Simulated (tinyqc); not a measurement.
# Off-state leakage of single and stacked transistors: two studies

n-channel devices of unit width. Subthreshold current I(Vg, Vs, Vd) = I0 (T/300 K)^0.5 exp[(Vg - Vs - VT(T) - gb (Vs - Vb) + dd (Vd - Vs))/(nf Vt)] (1 - exp(-(Vd - Vs)/Vt)), VT(T) = VT - cT (T - 300 K). Gate-edge tunnelling Ig (Vd/1 V) exp(ag (Vd - 1 V)), for a gate at 0 V, and band-to-band leakage Ab u exp(-Bb/u), u = Vd - Vb + 1 V, flow at a drain held at V; both are taken as independent of T. In a stack of off transistors (all gates at 0 V) the same subthreshold current passes through each.

Inputs (values chosen for the exercise); values of the order met in bulk silicon logic transistors:

| symbol | value | unit | meaning |
|---|---|---|---|
| T | 330 | K | temperature |
| V | 0.7 | V | supply voltage |
| VT | 0.29 | V | threshold at 300 K, zero drain and body bias |
| cT | 0.5 | mV/K | fall of the threshold with temperature |
| I0 | 0.22 | uA/um | current at threshold at 300 K |
| nf | 1.46 |  | slope factor |
| dd | 0.13 |  | drain-induced lowering per volt |
| gb | 0.2 |  | rise of the threshold per volt of source-body bias |
| Ig | 7e-5 | uA/um | gate-edge tunnelling current at 1 V |
| ag | 5.9 | 1/V | exponential slope of the gate current |
| Ab | 70 | uA/(um V) | prefactor of band-to-band leakage at the drain |
| Bb | 22 | V | its exponential voltage |
| Vb | 0 | V | body voltage |

Constants: q = 1.602176634e-19 C, kB = 1.380649e-23 J/K, Vt = kB T/q. Results are converted to the units shown.

Each table varies one quantity; the others keep the values above.

## Subthreshold current against the height of the stack

All n gates at 0 V, bottom source at 0 V, top drain at V; node voltages follow from equal currents.

Subthreshold current against the height of the stack:

| n | I (nA/um) | reduction factor | drain voltage of the bottom device (mV) | source voltage of the top device (mV) | voltage across the top device (V) |
|---|---|---|---|---|---|
| 1 | 2.7442 | 1.0000 | 700.00 | 0 | 0.70000 |
| 2 | 0.33837 | 8.1102 | 65.340 | 65.340 | 0.63466 |
| 3 | 0.17691 | 15.512 | 21.999 | 85.584 | 0.61442 |
| 4 | 0.11977 | 22.912 | 13.351 | 97.761 | 0.60224 |
| 5 | 0.090551 | 30.306 | 9.6043 | 106.49 | 0.59351 |
| 6 | 0.072803 | 37.694 | 7.5049 | 113.30 | 0.58670 |

Read the table: what changes, and by how much?

The second transistor cuts the current by a factor of 8.11, the third by a further 1.91 and the sixth by 1.24. The top device keeps 83.8 % of the supply at n = 6, while the drain voltage of the bottom one falls to 0.264 Vt.

## Leakage components against the threshold

Same model as above.

One transistor with Vg = Vs = 0, Vd = V; stack factor I(one)/I(two in series).

The same in every row: gate edge (nA/um) = 0.008346; band-to-band (nA/um) = 0.2853; stack factor = 8.110.

Leakage components against the threshold:

| VT (V) | subthreshold (nA/um) | total (nA/um) | largest part |
|---|---|---|---|
| 0.15 | 79.96 | 80.25 | subthreshold |
| 0.2 | 23.98 | 24.27 | subthreshold |
| 0.25 | 7.192 | 7.485 | subthreshold |
| 0.3 | 2.157 | 2.450 | subthreshold |
| 0.35 | 0.6468 | 0.9405 | subthreshold |
| 0.4 | 0.1940 | 0.4876 | band-to-band |
| 0.45 | 0.05818 | 0.3518 | band-to-band |
| 0.5 | 0.01745 | 0.3111 | band-to-band |
| 0.55 | 0.005233 | 0.2989 | band-to-band |
| 0.6 | 0.001569 | 0.2952 | band-to-band |

Read the table: what changes, and by how much?

As VT goes from 0.15 to 0.6, the total leakage falls from 80.3 to 0.295 nA/um. The subthreshold part leads at VT = 0.15, the band-to-band part from 0.4 on. The reduction by a stack of two stays at 8.11, for the subthreshold part alone. For VT = 0.15, 0.2 the gate is within about 3 nf Vt of threshold, where the exponential law overstates the current.

Computed by the program tinyqc: `OMP_NUM_THREADS=1 python tinyqc.py 2242191 2242192 out.jsonl`, one thread of a shared Intel Xeon 2.30GHz, about 0.03 s for the whole run.
